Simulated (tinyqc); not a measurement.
Gate length: charge control and current of a heterostructure field-effect transistor. Computed by tinyqc, a small Python program. Command: `OMP_NUM_THREADS=1 python tinyqc.py 3004598 3004599 out.jsonl hemt walk`. One thread of a shared host (Intel(R) Xeon(R) Processor @ 2.30GHz), about 0.01 s of CPU time with the checks.

Two subbands in a triangular well; E_F is counted from the conduction band edge of the channel at the interface.

Inputs (values chosen for the exercise, modelled on AlGaN/GaN):

| quantity | value | unit |
|---|---|---|
| channel mass m | 0.21 | m_0 |
| permittivity eps (barrier and channel) | 9.66 | - |
| barrier thickness d | 37 | nm |
| Schottky barrier phi_B | 1.2 | eV |
| conduction band offset dE_c | 0.22 | eV |
| polarisation charge sigma/e | 7.9e+12 | 1/cm^2 |
| gate voltage V_G | 0 | V |
| mobility mu | 2100 | cm^2/(V s) |
| saturation velocity v_s | 1.1 | 1e7 cm/s |
| gate length L | 390 | nm |
| source resistance R_S | 0.42 | ohm mm |
| temperature T | 400 | K |
| mixing | 0.3 | - |
| iteration cap | 200 | - |

Charge source: polarisation. Velocity law: smooth.

Constants: e = 1.602176634e-19 C; eps_0 = 8.8541878128e-12 F/m; k_B = 8.617333262e-05 eV/K; hbar = 1.054571817e-34 J s; m_0 = 9.1093837015e-31 kg; k_B = 1.380649e-23 J/K.

Method:
- Threshold V_T = phi_B - dE_c - sigma d/(eps eps_0) (in volts); C_b = eps eps_0/d.
- Charge control: n_s = C_b (V_G - V_T - E_F/e)/e. Well: mean field F = e n_s/(2 eps eps_0), E_i = (hbar^2/2m)^(1/3) [(3 pi e F/2)(i + 3/4)]^(2/3), i = 0, 1; n_s = D k_B T sum_i ln(1 + exp((E_F - E_i)/k_B T)), D = m/(pi hbar^2), which is solved in closed form for E_F.
- Iteration from n_s = C_b (V_G - V_T)/(2e): E_F from n_s, n_out from the charge control, n_new = n_s + mixing (n_out - n_s), kept above n_s/10; stop when |n_out/n_s - 1| < 1e-9.
- C_g = e dn_s/dV_G = 1/(1/C_b + 1/C_q), 1/C_q = d(E_F/e)/d(e n_s) by a central difference of +/- 0.1 % in n_s; added distance dd = eps eps_0/C_q.
- With V = e n_s/C_g and V_c = v_s L/mu: for v = mu F/(1 + mu F/v_s), V_Dsat = V_c (sqrt(1 + 2V/V_c) - 1) and I/W = C_g v_s (V - V_Dsat); g_m = dI/dV; extrinsic g_m/(1 + g_m R_S); f_T = g_m/(2 pi C_g L).

sheet density n_s = 6.11542e+12 1/cm^2

gate capacitance C_g = 0.220111 microfarad/cm^2

V = 4.45138 V

Scaling; the last columns are v_s/(2 pi L) and mu V/(2 pi L^2):

| L (nm) | I/W (mA/mm) | g_m (mS/mm) | extrinsic g_m (mS/mm) | f_T (GHz) | velocity limit (GHz) | mobility limit (GHz) |
|---|---|---|---|---|---|---|
| 30 | 990.94 | 231.96 | 211.37 | 5.5907e+02 | 583.57 | 1.6531e+05 |
| 60 | 957.09 | 227.76 | 207.88 | 2.7448e+02 | 291.78 | 4.1327e+04 |
| 120 | 911.23 | 221.85 | 202.94 | 1.3368e+02 | 145.89 | 1.0332e+04 |
| 250 | 846.14 | 212.97 | 195.49 | 6.1597e+01 | 70.03 | 2.3804e+03 |
| 500 | 766.08 | 201.19 | 185.52 | 2.9095e+01 | 35.01 | 5.9511e+02 |
| 1000 | 666.58 | 185.05 | 171.70 | 1.3380e+01 | 17.51 | 1.4878e+02 |
| 2000 | 549.70 | 163.56 | 153.05 | 5.9132e+00 | 8.75 | 3.7194e+01 |
| 5000 | 381.86 | 126.68 | 120.28 | 1.8320e+00 | 3.50 | 5.9511e+00 |

What follows from these numbers?

f_T scales as L^-1.03 at the short end and L^-1.28 at the long end; the two limits cross at L = mu V/v_s = 8500 nm. g_m tends to C_g v_s = 242 mS/mm, and R_S cuts it by 9 % at the shortest gate. Fringe capacitances and short-channel effects, left out, lower f_T once L is below about ten barrier thicknesses. Caution: E_F lies above the conduction band minimum of the barrier, so electrons would spill into the barrier.

Extremes, crossings and ranges named in words are read from the listed rows.
